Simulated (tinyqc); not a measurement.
Inside a calculation. Method: FCI on RHF in the sto-3g basis, for H3+, spin multiplicity 1. Computed by tinyqc, a small Python program that keeps every step (integrals from PySCF). Settings: charge = 1, multiplicity = 1, basis = sto-3g, method = RHF, energy threshold = 1e-10, iteration cap = 86, orthogonalisation = symmetric, start = atomic densities, DIIS depth = 6, ci = FCI, davidson = 1. Command: `OMP_NUM_THREADS=1 python tinyqc.py 26019 26020 out.jsonl` (the two numbers bound the seeds that draw the settings). One thread of a shared host (Intel(R) Xeon(R) Processor @ 2.60GHz), about 0.06 s of CPU time with the checks. The early iterations of the SCF are left out here.

## One-electron integrals

Geometry (angstrom):
```
atom       x       y       z
H     0.0000  0.0000  0.0000
H     0.0000  0.0000  1.1130
H     0.0000  0.9640  0.5560
```

Basis sto-3g: exponents (1/bohr^2) and contraction coefficients of normalised primitives:
```
element  l (shell)  exponent  coefficient
H            s (1)    3.4253       0.1543
H            s (1)    0.6239       0.5353
H            s (1)    0.1689       0.4446
```

Overlap, kinetic and nuclear-attraction integrals over the contracted functions; the nuclear repulsion is the sum of Za Zb / Rab.

nuclear repulsion = 1.426270 hartree

overlap S, order 1H 1s, 2H 1s, 3H 1s:
```
[[1.0000, 0.4325, 0.4326],
 [0.4325, 1.0000, 0.4323],
 [0.4326, 0.4323, 1.0000]]
```

kinetic energy T (hartree), order 1H 1s, 2H 1s, 3H 1s:
```
[[0.7600, 0.0746, 0.0746],
 [0.0746, 0.7600, 0.0745],
 [0.0746, 0.0745, 0.7600]]
```

nuclear attraction V (hartree), order 1H 1s, 2H 1s, 3H 1s:
```
[[-2.1588, -0.8754, -0.8756],
 [-0.8754, -2.1587, -0.8750],
 [-0.8756, -0.8750, -2.1587]]
```

core Hamiltonian H = T + V (hartree), order 1H 1s, 2H 1s, 3H 1s:
```
[[-1.3988, -0.8008, -0.8010],
 [-0.8008, -1.3986, -0.8005],
 [-0.8010, -0.8005, -1.3987]]
```

## Two-electron integrals

Functions are numbered as in S; the eight-fold symmetry (ij|kl) = (ji|kl) = (kl|ij) leaves the list below.

Two-electron integrals (ij|kl) in chemists' order, unique and non-zero (hartree):
```
(11|11) 0.7746   (21|11) 0.2602   (21|21) 0.1164   (22|11) 0.4428
(22|21) 0.2602   (22|22) 0.7746   (31|11) 0.2603   (31|21) 0.1034
(31|22) 0.2023   (31|31) 0.1165   (32|11) 0.2023   (32|21) 0.1033
(32|22) 0.2601   (32|31) 0.1033   (32|32) 0.1163   (33|11) 0.4429
(33|21) 0.2023   (33|22) 0.4427   (33|31) 0.2603   (33|32) 0.2601
(33|33) 0.7746
```

## Orthogonalisation

S = U s U^T; symmetric (Loewdin) form X = U s^(-1/2) U^T, so that X^T S X = 1.

eigenvalues of S: [0.5674, 0.5677, 1.8649]

X, order 1H 1s, 2H 1s, 3H 1s:
```
[[1.1291, -0.1984, -0.1985],
 [-0.1984, 1.1290, -0.1982],
 [-0.1985, -0.1982, 1.1290]]
```

## Starting guess

The start is atomic minimal-basis densities projected into this basis (PySCF's MINAO start) and scaled to the electron count of each spin; this density is not idempotent, so its energy is not variational and may lie below the converged one.

D at the start, order 1H 1s, 2H 1s, 3H 1s:
```
[[0.6251, 0.0480, 0.0480],
 [0.0480, 0.6252, 0.0480],
 [0.0480, 0.0480, 0.6252]]
```

## Iteration 4 (converged): orbitals

converged F (hartree), order 1H 1s, 2H 1s, 3H 1s:
```
[[-0.6917, -0.6321, -0.6322],
 [-0.6321, -0.6915, -0.6319],
 [-0.6322, -0.6319, -0.6915]]
```

Diagonalise F' = X^T F X, C = X C', fill 1 alpha and 1 beta electrons from the bottom; D = 2 C_occ C_occ^T. Each column has its largest component positive (the first on a tie).

F' = X^T F X (hartree):
```
[[-0.4194, -0.3147, -0.3148],
 [-0.3147, -0.4194, -0.3145],
 [-0.3148, -0.3145, -0.4194]]
```

orbital energies (hartree): [-1.0487, -0.1050, -0.1046]

coefficients C, order 1H 1s, 2H 1s, 3H 1s:
```
[[0.4229, -0.1618, 1.0718],
 [0.4227, 1.0089, -0.3958],
 [0.4228, -0.8470, -0.6762]]
```

D after iteration 4, order 1H 1s, 2H 1s, 3H 1s:
```
[[0.3576, 0.3575, 0.3575],
 [0.3575, 0.3574, 0.3574],
 [0.3575, 0.3574, 0.3574]]
```

## Convergence

Stop when the energy changes by less than 1e-10 hartree and every element of the error matrix X^T (F D S - S D F) X is below 3e-06.

Course of the cycle:
```
iteration  E (hartree)     change  largest element of the error matrix
1            -0.675219          -                             4.20e-05
2            -1.231178  -5.56e-01                             2.46e-05
3            -1.231178  -4.84e-10                             9.85e-06
4            -1.231178  -9.18e-11                             1.96e-07
```

PySCF RHF in the same basis = -1.231178 hartree

Converged in 4 iterations.

## Populations, bond orders and dipole

Mulliken: Z minus the diagonal of D S on the atom; Loewdin: the same with S^(1/2) D S^(1/2); Mayer order: 2 sum_s sum (D(s) S)_ij (D(s) S)_ji over the two atoms.

Charges (e):
```
atom  Mulliken  Loewdin
1H      0.3331   0.3331
2H      0.3335   0.3335
3H      0.3334   0.3334
```

Mayer bond orders:
```
pair   order
2-1   0.4445
3-1   0.4446
3-2   0.4443
```

dipole moment about the origin, x y z (debye): [0.0000, 1.5437, 2.6732]

## Integrals over molecular orbitals

(pq|rs) = sum C_ip C_jq C_kr C_ls (ij|kl), one index at a time.

one-electron integrals over orbitals h = C^T H C (hartree):
```
[[-1.6087, 0.0000, -0.0001],
 [0.0000, -1.0537, 0.0000],
 [-0.0001, 0.0000, -1.0535]]
```

Two-electron integrals over orbitals (pq|rs), unique and non-zero (hartree):
```
(11|11) 0.5600      (21|11) -2.44e-05   (21|21) 0.1451      (22|11) 0.5469
(22|21) 0.0435      (22|22) 0.6355      (31|11) 5.05e-05    (31|22) -0.0900
(31|31) 0.1451      (32|11) 6.44e-09    (32|21) -0.0901     (32|22) -2.55e-05
(32|31) -0.0435     (32|32) 0.0789      (33|11) 0.5470      (33|21) -0.0435
(33|22) 0.4777      (33|31) 0.0901      (33|32) 2.55e-05    (33|33) 0.6355
```

## FCI: determinants and Hamiltonian

Hartree-Fock energy = -1.231178 hartree

Slater-Condon rules over spin orbitals, with the nuclear repulsion added and E(HF) subtracted on the diagonal.

Occupation strings over the orbitals (2 doubly, a alpha, b beta, 0 empty; spin orbitals ordered 1a 1b 2a 2b ...): 200 ab0 a0b ba0 b0a 020 0ab 0ba 002

H - E(HF) between determinants (hartree), order 200, ab0, a0b, ba0, b0a, 020, 0ab, 0ba, 002:
```
[[0.0000, 0.0000, 0.0000, 0.0000, 0.0000, 0.1451, 0.0000, 0.0000, 0.1451],
 [0.0000, 0.5419, 0.0000, -0.1451, 0.0000, 0.0435, -0.0901, 0.0901, -0.0435],
 [0.0000, 0.0000, 0.5422, 0.0000, -0.1451, -0.0901, -0.0435, 0.0435, 0.0900],
 [0.0000, -0.1451, 0.0000, 0.5419, 0.0000, -0.0435, 0.0901, -0.0901, 0.0435],
 [0.0000, 0.0000, -0.1451, 0.0000, 0.5422, 0.0901, 0.0435, -0.0435, -0.0900],
 [0.1451, 0.0435, -0.0901, -0.0435, 0.0901, 1.1855, 0.0000, 0.0000, 0.0789],
 [0.0000, -0.0901, -0.0435, 0.0901, 0.0435, 0.0000, 1.0279, -0.0789, 0.0000],
 [0.0000, 0.0901, 0.0435, -0.0901, -0.0435, 0.0000, -0.0789, 1.0279, 0.0000],
 [0.1451, -0.0435, 0.0900, 0.0435, -0.0900, 0.0789, 0.0000, 0.0000, 1.1859]]
```

## FCI: roots

Diagonalise (each vector has its largest component positive (the first on a tie)); all determinants have Ms = 0, so triplets appear too. The lowest singlet root is the correlation energy.

lowest roots of this matrix, relative to E(HF) (hartree): [-0.0325, 0.3968, 0.3971, 0.6069, 0.6072, 0.9490, 1.1868, 1.1869]

lowest vectors, order 200, ab0, a0b, ba0, b0a, 020, 0ab, 0ba, 002:
```
[[0.9877, 0.0000, 0.0000, 0.0000],
 [0.0000, 0.7071, 0.0000, 0.6565],
 [0.0000, 0.0000, 0.7071, 0.0000],
 [0.0000, 0.7071, 0.0000, -0.6565],
 [0.0000, 0.0000, 0.7071, 0.0000],
 [-0.1105, 0.0000, 0.0000, -0.1143],
 [0.0000, 0.0000, 0.0000, 0.2366],
 [0.0000, 0.0000, 0.0000, -0.2366],
 [-0.1105, 0.0000, 0.0000, 0.1141]]
```

<S^2> of these roots: [0.0000, 2.0000, 2.0000, 0.0000, 0.0000, 2.0000, 0.0000, 0.0000]

weight of the ground state by excitation level 0, 1, 2, ...: [0.9756, 0.0000, 0.0244]

## The lowest root by the Davidson method

Start from the reference; add the residual divided by (theta - H_ii), orthogonalised, at each step.

Davidson iterations:
```
iteration  subspace  lowest Ritz value (hartree)  residual norm
1                 1                            0       2.05e-01
2                 2                    -0.032463       1.86e-05
3                 3                    -0.032463       5.49e-06
4                 4                    -0.032463       1.19e-09
```
